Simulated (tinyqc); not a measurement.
Two regimes over temperature: microkinetic model of low-temperature epitaxy from hydride gases: adsorption, hydrogen desorption and rate control. Computed by tinyqc, a small Python program. Command: `OMP_NUM_THREADS=1 python tinyqc.py 3017187 3017188 out.jsonl hepi walk`. One thread of a shared host (Intel(R) Xeon(R) Processor @ 2.30GHz), about 0.01 s of CPU time with the checks.

Each hydride molecule needs two free sites and leaves four hydrogen atoms, of which two leave at once as H2; theta is the hydrogen coverage, the site density is 6.78 per nm^2 and one layer is 1.358 angstrom thick.

Inputs (values chosen for the exercise, close to those used for silane and germane, with second-order desorption as on Si(111) but the site density of Si(001)):
```
quantity                                           value  unit
silane pressure p_S                                0.038    Pa
sticking prefactor of silane s0                    0.022     -
adsorption barrier E_s                              0.13    eV
desorption prefactor nu_d                        2.4e+12   1/s
desorption energy on silicon E_d                    2.06    eV
hydrogen carrier pressure p_H                          0    Pa
sticking of hydrogen s_H                         1.5e-08     -
germane pressure p_G                              0.0047    Pa
sticking ratio of germane to silane r_G              2.9     -
lowering of E_d per unit germanium fraction, dE     0.46    eV
```

Film: silicon-germanium. Order of hydrogen desorption: second.

Constants: k_B = 8.617333262e-05 eV/K; u = 1.6605390666e-27 kg; k_B = 1.380649e-23 J/K.

Method:
- Flux per site F = p/(sqrt(2 pi M k_B T) x 6.78e18 per m^2), M = 32.12 u (silane), 76.63 u (germane), 2.016 u (hydrogen); s = s0 exp(-E_s/(k_B T)); k_S = s F_S, k_G = r_G s F_G; germanium fraction x = k_G/(k_S + k_G); k = k_S + k_G; k_H = s_H F_H; k_d = nu_d exp(-(E_d - dE x)/(k_B T)).
- With k the hydride and k_H the hydrogen adsorption rate on free pairs and k_d the desorption rate, steady state: 2 (k + k_H)(1 - theta)^2 = k_d theta^2; growth rate R = k (1 - theta)^2 layers/s; 1 layer/s = 8.148 nm/min.
- Temperatures in kelvin are T(C) + 273.15.
- Limits: desorption-limited R = k_d k/(2 (k + k_H)), adsorption-limited R = k.

Growth:
```
T (C)    theta  G (nm/min)  desorption limit (nm/min)  adsorption limit (nm/min)
400    0.92291  1.4017e-02                 1.6457e-02                     2.3590
450    0.79676  1.0977e-01                 1.7292e-01                     2.6574
500    0.59700  4.7770e-01                 1.3403e+00                     2.9413
550    0.38628  1.2088e+00                 8.1011e+00                     3.2092
600    0.22763  2.0646e+00                 3.9846e+01                     3.4608
650    0.13021  2.7961e+00                 1.6493e+02                     3.6959
700    0.07533  3.3474e+00                 5.8992e+02                     3.9150
750    0.04491  3.7570e+00                 1.8630e+03                     4.1187
800    0.02776  4.0717e+00                 5.2854e+03                     4.3075
850    0.01779  4.3244e+00                 1.3666e+04                     4.4825
```

What follows from these numbers?

The apparent activation energy of G is 1.73 eV between the first rows and 0.13 eV between the last; full hydrogen cover gives a value near the desorption energy (plus E_s where k_H far exceeds k), a bare surface one near E_s less k_B T/2 from the flux. The coverage passes one half between 500 and 550 C, the knee of the Arrhenius plot.

Extremes, crossings and ranges named in words are read from the listed rows.
